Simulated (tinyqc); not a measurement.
Deformation-potential model of the Delta valleys of a conduction band: sweeps and comparisons. A value that a table varies takes the place of the one given here.

Valleys with axes along x, y and z, each a pair at +k and -k. Herring-Vogt shift of a valley with unit axis a: dE = Xd tr(e) + Xu a.e.a. Non-degenerate shares n_i = exp(-dE_i/kT)/sum_j exp(-dE_j/kT). Inverse mass tensor of a valley: (1 - a a)/mt + a a/ml; the masses are taken as independent of strain.

s11 = (C11 + C12)/((C11 - C12)(C11 + 2 C12)), s12 = -C12/((C11 - C12)(C11 + 2 C12)), s44 = 1/C44; exx = s11 sxx + s12 (syy + szz) and cyclic, exy = s44 sxy/2; tension is positive. A uniaxial stress X along the unit vector n is s_ij = X n_i n_j. Biaxial (001) means sxx = syy = X.

Constants: kB = 8.617333262e-05 eV/K.

Values chosen for the exercise (near those of Si; not measured data):

| symbol | value | unit | meaning |
|---|---|---|---|
| ml | 0.897 | m0 | longitudinal mass |
| mt | 0.186 | m0 | transverse mass |
| Xd | 1.19 | eV | dilation potential |
| Xu | 9.14 | eV | uniaxial potential |
| C11 | 163.3 | GPa |  |
| C12 | 62.5 | GPa |  |
| C44 | 81.1 | GPa |  |
| load | biaxial (001) |  | kind of stress |
| T | 77 | K | temperature |
| X1 | 0.4 | GPa | size of the stress |
| X | 1.99 | GPa | stress |

## Sweep of a biaxial (001) stress

m_c = 1/(u.M.u) along [100] with M = sum_i n_i (inverse mass tensor); gain against zero stress at a fixed scattering time.

Results:

| X (GPa) | spread (meV) | lowest edge (meV) | n x | n y | n z | m_c (m0) | gain (%) |
|---|---|---|---|---|---|---|---|
| -3.00 | 272.0 | -178.8 | 0.500 | 0.500 | 0.000 | 0.3081 | -18.0 |
| -1.50 | 136.0 | -89.4 | 0.500 | 0.500 | 0.000 | 0.3081 | -18.0 |
| -0.60 | 54.4 | -35.8 | 0.500 | 0.500 | 0.000 | 0.3081 | -17.9 |
| 0.00 | 0.0 | 0.0 | 0.333 | 0.333 | 0.333 | 0.2528 | 0.0 |
| 0.60 | 54.4 | -18.6 | 0.000 | 0.000 | 0.999 | 0.1860 | 35.9 |
| 1.50 | 136.0 | -46.6 | 0.000 | 0.000 | 1.000 | 0.1860 | 35.9 |
| 3.00 | 272.0 | -93.2 | 0.000 | 0.000 | 1.000 | 0.1860 | 35.9 |

What can be read from the table?

Along [100] the gain is -18.0 % at -3.00 GPa and +35.9 % at 3.00 GPa. The slope at zero stress (from +/- 0.001 GPa), +163.6 % per GPa, carried to the ends would give -491 and +491 %; the response falls behind at both ends, as it saturates once the spread passes a few kT (kT = 6.6 meV, spread up to 272 meV).

## Gain for each load and current direction

Each load has the size X1. Gain m_c(0)/m_c - 1 in per cent from repopulation alone, m_c = 1/(u.M.u), M = sum_i n_i (inverse mass tensor); biaxial means sxx = syy.

Gain (%); + is tension, - compression:

| load | [100] | [010] | [001] | [110] | [1-10] | [111] |
|---|---|---|---|---|---|---|
| uniaxial [110] (+) | 29.7 | 29.7 | -59.4 | 29.7 | 29.7 | 0.0 |
| uniaxial [110] (-) | -16.3 | -16.3 | 32.5 | -16.3 | -16.3 | 0.0 |
| uniaxial [100] (+) | 35.7 | -17.8 | -17.8 | 8.9 | 8.9 | 0.0 |
| uniaxial [100] (-) | -70.9 | 35.5 | 35.5 | -17.7 | -17.7 | 0.0 |
| uniaxial [111] (+) | 0.0 | 0.0 | 0.0 | 0.0 | 0.0 | 0.0 |
| uniaxial [111] (-) | 0.0 | 0.0 | 0.0 | 0.0 | 0.0 | 0.0 |
| biaxial (001) (+) | 35.5 | 35.5 | -70.9 | 35.5 | 35.5 | 0.0 |
| biaxial (001) (-) | -17.8 | -17.8 | 35.7 | -17.8 | -17.8 | 0.0 |

How do the results move?

The largest gain is +35.7 %, for uniaxial [100] (+) with the current along [100] and biaxial (001) (-) with the current along [001]; for a [110] channel it is +35.5 %, under biaxial (001) (+). No gain or loss appears under uniaxial [111]: the valleys stay equivalent (in real silicon shear also changes the masses, which this model leaves out).

## Temperature and repopulation

The load is fixed; m_c along [100] as 1/(u.M.u).

Results:

| T (K) | kT (meV) | n x | n y | n z | m_c (m0) |
|---|---|---|---|---|---|
| 50 | 4.31 | 0.000 | 0.000 | 1.000 | 0.1860 |
| 77 | 6.64 | 0.000 | 0.000 | 1.000 | 0.1860 |
| 150 | 12.93 | 0.000 | 0.000 | 1.000 | 0.1860 |
| 225 | 19.39 | 0.000 | 0.000 | 1.000 | 0.1860 |
| 300 | 25.85 | 0.001 | 0.001 | 0.998 | 0.1861 |
| 400 | 34.47 | 0.005 | 0.005 | 0.989 | 0.1868 |
| 500 | 43.09 | 0.015 | 0.015 | 0.971 | 0.1882 |

What can be read from the table?

The largest share falls from 1.000 at 50 K to 0.971 at 500 K (equal shares: 0.333); m_c goes from 0.1860 to 0.1882, against 0.2528 without stress. Only spread/kT enters, so the small-stress response goes as 1/T.

## What each parameter does

Spread of the valley edges, lowest edge, largest share and m_c along [100]. Each row changes one parameter from the base and keeps the others.

Results:

| case | spread (meV) | lowest edge (meV) | largest share | m_c (m0) |
|---|---|---|---|---|
| base | 180.44 | -61.81 | 1.0000 | 0.1860 |
| ml = 0.718 m0 | 180.44 | -61.81 | 1.0000 | 0.1860 |
| mt = 0.223 m0 | 180.44 | -61.81 | 1.0000 | 0.2230 |
| Xd = 1.428 eV | 180.44 | -58.52 | 1.0000 | 0.1860 |
| Xu = 10.968 eV | 216.53 | -77.45 | 1.0000 | 0.1860 |
| C11 = 195.96 GPa | 136.29 | -38.32 | 1.0000 | 0.1860 |
| C12 = 50 GPa | 160.53 | -42.98 | 1.0000 | 0.1860 |
| C44 = 64.88 GPa | 180.44 | -61.81 | 1.0000 | 0.1860 |
| X = 1.592 GPa | 144.35 | -49.45 | 1.0000 | 0.1860 |
| T = 92.4 K | 180.44 | -61.81 | 1.0000 | 0.1860 |

What can be read from the table?

The largest shifts from the base row, up to three for each result and ties (the steps differ in size, so this ranks the rows, not the parameters). spread (meV): C11 -44.16, Xu +36.09, X -36.09; unchanged at the printed digits by ml, mt, Xd, C44 and T. lowest edge (meV): C11 +23.49, C12 +18.83, Xu -15.65; unchanged at the printed digits by ml, mt, C44 and T. largest share: unchanged at the printed digits by ml, mt, Xd, Xu, C11, C12, C44, X and T. m_c (m0): mt +0.0370; unchanged at the printed digits by ml, Xd, Xu, C11, C12, C44, X and T. Xd moves all valleys together, so it shifts the edge and nothing else.

(tinyqc, `OMP_NUM_THREADS=1 python tinyqc.py 1080974 1080975 out.jsonl`, Intel(R) Xeon(R) Processor @ 2.30GHz, 1 thread, shared host, about 0.03 s.)
